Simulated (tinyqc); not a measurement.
Double-gate transistor, scale length and short-channel effects: two steps of the calculation.

A body of thickness ts between two insulators of thickness ti and two tied gates. Below threshold the potential that source and drain add obeys Laplace's equation and vanishes on the gate. Its lowest mode decays along the channel as exp(-k y); k is the smallest positive root of the matching condition at the interface, and the scale length is Lambda = pi/k.

Values chosen for this exercise; permittivities: semiconductor close to that of germanium, insulator close to that of aluminium oxide:
```
symbol  value  unit                                     meaning
T         300     K                                 temperature
eps_r    16.2        relative permittivity of the semiconductor
ei       8.88            relative permittivity of the insulator
ti        1.9    nm                         insulator thickness
ts        9.8    nm                              body thickness
L          38    nm                              channel length
Vbi      0.92     V                     potential of the source
sT       0.54     V   potential of the barrier top at threshold
VTL      0.25     V                      long-channel threshold
m           1                          long-channel body factor
Vds       0.7     V                               drain voltage
```

Constants: q = 1.602176634e-19 C, kB = 1.380649e-23 J/K, Vt = kB T/q. Results are converted to the units shown.

Task 1. Decay constant by Newton steps. f(k) = ei cos(k ti) cos(k ts/2) - eps_r sin(k ti) sin(k ts/2); f' by a central difference with +/- 1e-5 1/nm; k(new) = k - f/f'.

k at the start = 0.225 1/nm

Find: f; f'; k after iteration 1.

Result 1.

f = -2.3459
f' = -78.340 nm
k after iteration 1 = 0.19505 1/nm

Task 2. Threshold shift, barrier position and swing. Along the channel psi(y) = s + a exp(y/l) + b exp(-y/l) with psi(0) = Vbi, psi(L) = Vbi + Vds and l = 1/k = Lambda/pi; with A = Vbi - s, B = A + Vds, x = exp(-L/l): a = (B - A x) x/(1 - x^2), b = (A - B x)/(1 - x^2). The minimum is s + 2 sqrt(a b), at y = (l/2) ln(b/a). The long-channel potential follows the gate as s = sT + (Vg - VTL)/m, and the threshold VT is the gate voltage at which the minimum equals sT. Swing = m Vt ln 10/g at threshold, g = d(minimum)/ds = 1 - (b x + a)/((1 + x) sqrt(a b)).

l = 5.1323966 nm

Give: s at threshold; a; b; position of the minimum; VT; swing.

Result 2.

s at threshold = 0.50655 V
a = 6.7777e-4 V
b = 0.41277 V
position of the minimum = 16.454 nm
VT = 0.21655 V
swing = 63.025 mV/decade

The threshold lies 33.5 mV below the long-channel value, and the barrier top sits at 0.43 L from the source.

Numbers from tinyqc (`OMP_NUM_THREADS=1 python tinyqc.py 2420045 2420046 out.jsonl`; about 0.03 s on one thread of a shared Intel Xeon 2.30GHz).
